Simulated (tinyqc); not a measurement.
Body thickness for a wanted scale length.

Inverse problem. A double-gate structure has tan(pi ti/Lambda) tan(pi ts/(2 Lambda)) = ei/eps_r, both angles below pi/2. Find ts.

Parameters, values chosen for the exercise; permittivities: semiconductor close to that of gallium nitride, insulator close to that of silicon dioxide: relative permittivity of the semiconductor eps_r = 9.67; relative permittivity of the insulator ei = 3.93; insulator thickness ti = 1.4 nm.

Lambda = 15.328214 nm

Solution. The condition is explicit in ts: an arctangent, taken between 0 and pi/2.

ts = 9.20 nm

Numbers from tinyqc (`OMP_NUM_THREADS=1 python tinyqc.py 2420026 2420027 out.jsonl`; about 0.01 s on one thread of a shared Intel Xeon 2.30GHz).
